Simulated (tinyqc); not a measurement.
Resistance of a source-drain extension with a graded tip: two steps of the calculation.

y runs along the channel, the gate covers y > 0. The doping is N0 for y < y0 and N0 10^(-(y - y0)/la) beyond, uniform over the depth xj. Sheet conductance s(y) = q mu(N) max(N - Nch, 0) xj + (for y > 0) ma Cox Vo, with mu(N) = u0 + (u1 - u0)/(1 + (N/Nr)^au) and Cox = eps0 eox/tox. Current is taken as one-dimensional; depletion of the tip, spreading and the contact are left out. The metallurgical junction lies at yj, where N = Nch.

Values chosen for this exercise; mobility law close to that of electrons in silicon:
```
symbol,value,unit,meaning
eox,25.2,,relative permittivity of the gate insulator (close to zirconium oxide)
tox,11,nm,insulator thickness
N0,8e19,cm^-3,active doping of the extension far from the gate
la,5.9,nm/decade,lateral abruptness
y0,3.1,nm,position under the gate where the fall begins (gate edge at 0)
xj,16,nm,depth of the extension
Nch,3.1e18,cm^-3,channel doping
Vo,0.34,V,gate overdrive
ma,84,cm^2/(V s),mobility of the gate-induced layer
u1,1414,cm^2/(V s),mobility at low doping
u0,68.5,cm^2/(V s),mobility at high doping
Nr,9.2e16,cm^-3,reference doping
au,0.711,,exponent
Lg,45,nm,gate length
```

Constants: q = 1.602176634e-19 C, eps0 = 8.8541878128e-14 F/cm where lengths are in cm. Results are converted to the units shown.

Question 1. Sheet resistances and junction position. yj = y0 + la log10(N0/Nch); sheet resistance of the full extension 1/[q mu(N0)(N0 - Nch) xj] and of the gate-induced layer 1/(ma Cox Vo); metallurgical length Lg - 2 yj; ye is where the doped and the gate-induced conductances are equal.

Find: yj; sheet resistance of the extension; sheet resistance of the induced layer; metallurgical length; ye; N at ye.

Answer 1.

yj = 11.429 nm
sheet resistance of the extension = 639.27 ohm/square
sheet resistance of the induced layer = 17262 ohm/square
metallurgical length = 22.142 nm
ye = 10.394 nm
N at ye = 4.6425e18 cm^-3

The gate takes over 1.03 nm before the junction, where N is still 1.50 times the channel doping.

Question 2. Resistance of the overlapped part. Midpoint rule on 8 equal steps from 0 to yj: R_ov = sum h/s(y), per width.

Find: y; N; doped conductance; sheet resistance; R_ov.

Answer 2.

```
point	y (nm)	N (cm^-3)	doped conductance (uS)	sheet resistance (ohm/square)
0	0.7143	8.000e19	1564	616.4
1	2.143	8.000e19	1564	616.4
2	3.572	6.655e19	1315	728.3
3	5.000	3.811e19	778.8	1195
4	6.429	2.182e19	458.3	1937
5	7.858	1.249e19	260.7	3138
6	9.286	7.154e18	131.7	5272
7	10.71	4.097e18	39.17	1.030e4
```

R_ov = 34.01 ohm um

tinyqc, about 0.07 s, one thread, Intel Xeon 2.30GHz (shared host): `OMP_NUM_THREADS=1 python tinyqc.py 2282256 2282257 out.jsonl`
